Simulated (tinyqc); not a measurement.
p-n diode with diffusion and depletion-layer recombination: two steps of the calculation.

Abrupt junction in the depletion approximation, low injection, full ionisation, neutral widths fixed, ohmic contact on the p side. Vj is the junction voltage; where a series resistance Rs is given, V = Vj + J Rs is the terminal voltage.

Values chosen for this exercise; band and dielectric values close to those of indium phosphide: temperature T = 325 K; band gap Eg = 1.32 eV; conduction-band density of states at T Nc = 6.43e17 cm^-3; valence-band density of states at T Nv = 1.25e19 cm^-3; acceptor density Na = 2.1e16 cm^-3; donor density Nd = 8.3e15 cm^-3; electron mobility in the p side mun = 3400 cm^2/(V s); hole mobility in the n side mup = 190 cm^2/(V s); electron lifetime tn = 4e-8 s; hole lifetime tp = 1e-9 s; neutral width of the p side wp = 17 um; neutral width of the n side wn = 140 um; recombination velocity at the n contact Sp = 6000 cm/s; series resistance Rs = 0.0044 ohm cm^2; terminal voltage V = 0.91 V.

Constants: q = 1.602176634e-19 C, kB = 1.380649e-23 J/K, Vt = kB T/q. Results are converted to the units shown.

Task 1. Diffusion lengths and saturation currents. ni = sqrt(Nc Nv) exp(-Eg/(2 Vt)), Eg in volts; D = mu Vt; Ln = sqrt(Dn tn), Lp = sqrt(Dp tp); J0n = q ni^2 Dn coth(wp/Ln)/(Ln Na); J0p = (q ni^2 Dp/(Lp Nd)) (s + tanh(wn/Lp))/(1 + s tanh(wn/Lp)), s = Sp Lp/Dp.

Give: ni; Ln; Lp; J0n; J0p.

Result 1.

ni = 1.6517e8 cm^-3
Ln = 19.516 um
Lp = 0.72947 um
J0n = 1.4468e-14 A/cm^2
J0p = 3.8415e-14 A/cm^2

wp/Ln = 0.87 and wn/Lp = 190; holes carry 72.6 % of the diffusion current.

Task 2. New Vj. Diffusion current alone: J = J0 (exp(Vj/Vt) - 1), g = Vj + J Rs - V, g' = 1 + Rs J0 exp(Vj/Vt)/Vt, Vj(new) = Vj - g/g'.

Vj after iteration 2 = 0.89549894 V
J0 = J0n + J0p = 5.2883503e-14 A/cm^2

Wanted: J; g; g'; Vj after iteration 3.

Result 2.

J = 4.0722 A/cm^2
g = 0.0034167 V
g' = 1.6398
Vj after iteration 3 = 0.89342 V

tinyqc, about 0.01 s, one thread, Intel Xeon 2.30GHz (shared host): `OMP_NUM_THREADS=1 python tinyqc.py 2260110 2260111 out.jsonl`
